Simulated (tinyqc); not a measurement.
Comparisons within one model: virtual-crystal alloy in the empirical-pseudopotential method. A value that a table varies takes the place of the one given here.

Empirical pseudopotential on the fcc lattice, atoms at +/- tau, tau = a (1,1,1)/8, no spin-orbit coupling. H(G,G') = c (2 pi/a)^2 |k + G|^2 delta + VS(q) cos(q.tau) + i VA(q) sin(q.tau), q = G - G', c = hbar^2/2m0; k and G in units of 2 pi/a; VS at |q|^2 = 3, 8, 11 and VA at 3, 4, 11, in rydberg, zero elsewhere. At each k the basis holds all G with |k + G|^2 up to 16; energies are counted from the fourth level at Gamma.

Virtual crystal A(1-x)B(x): a = (1 - x) a_A + x a_B. Rule linear: V = (1 - x) V_A + x V_B. Rule volume: V = [(1 - x) a_A^3 V_A + x a_B^3 V_B]/a^3, since a form factor is an atomic potential divided by the cell volume.

Constants: hbar^2/2m0 = 3.80998211 eV angstrom^2; Ry = 13.60569312 eV.

Inputs chosen for the exercise (classic local form factors of the size used for Si (A) and Ge (B), which place X and L only to a few tenths of an eV; not measured data): a = (5.434, 5.652) angstrom (lattice constants of A, B); VSA = (-0.209, 0.04, 0.079) Ry (symmetric form factors of A); VAA = (0, 0, 0) Ry (antisymmetric form factors of A); VSB = (-0.234, 0.01, 0.061) Ry (symmetric form factors of B); VAB = (0, 0, 0) Ry (antisymmetric form factors of B); rule = volume (mixing rule).

## Gaps across the alloy

Gaps from the valence top to the fifth band at Gamma, at L = (1/2,1/2,1/2) and at the lowest of k = (f,0,0), f = 0.70, 0.75, ..., 1.00. Bowing C = 4 [(E(0) + E(1))/2 - E(1/2)].

Gaps (eV):
```
x,Gamma,Delta/X,f of the minimum,L,lowest
0.000,3.318,0.726,0.85,1.791,Delta/X
0.167,3.361,0.795,0.85,1.656,Delta/X
0.333,2.987,0.862,0.85,1.521,Delta/X
0.500,2.543,0.927,0.85,1.388,Delta/X
0.667,2.108,0.988,0.85,1.256,Delta/X
0.833,1.680,1.047,0.85,1.127,Delta/X
1.000,1.262,1.103,0.85,1.001,L
```

bowing (eV): Gamma -1.015, Delta/X -0.049, L 0.033

The lowest valley changes: Delta/X to L between x = 0.833 and 1.000. From A to B the Gamma gap moves by -2.06 eV, L by -0.79 eV and Delta/X by +0.38 eV; a move of Delta/X below about 0.4 eV is within the error of such form factors, sign included. The virtual crystal holds no disorder and no bond relaxation, so its bowing comes from the non-linear dependence on the mean potential and volume alone, and it may differ from measured bowing, which is positive in these alloys, in size and even in sign; crossings move with it; where the character of the fifth band at Gamma changes along x, its value mixes two levels.

## Two mixing rules

Gaps from the valence top to the fifth band at Gamma, at L = (1/2,1/2,1/2) and at the lowest of k = (f,0,0), f = 0.70, 0.75, ..., 1.00. Both rules agree at the ends.

Gaps (eV):
```
x,"Gamma, linear","Delta/X, linear","L, linear","Gamma, volume","Delta/X, volume","L, volume"
0.25,3.267,0.825,1.608,3.211,0.829,1.588
0.50,2.619,0.922,1.414,2.543,0.927,1.388
0.75,1.950,1.014,1.211,1.893,1.018,1.192
```

At x = 0.5 the volume rule moves Gamma by -76 meV, Delta/X by +5 meV and L by -26 meV, that is the bowing by -4 times these; the lattice constants differ by 4.0 %, and the rules would coincide for equal ones.

Run: tinyqc, `OMP_NUM_THREADS=1 python tinyqc.py 1050104 1050105 out.jsonl`; Intel(R) Xeon(R) Processor @ 2.30GHz, one thread, shared host; about 0.2 s of CPU time with all checks.
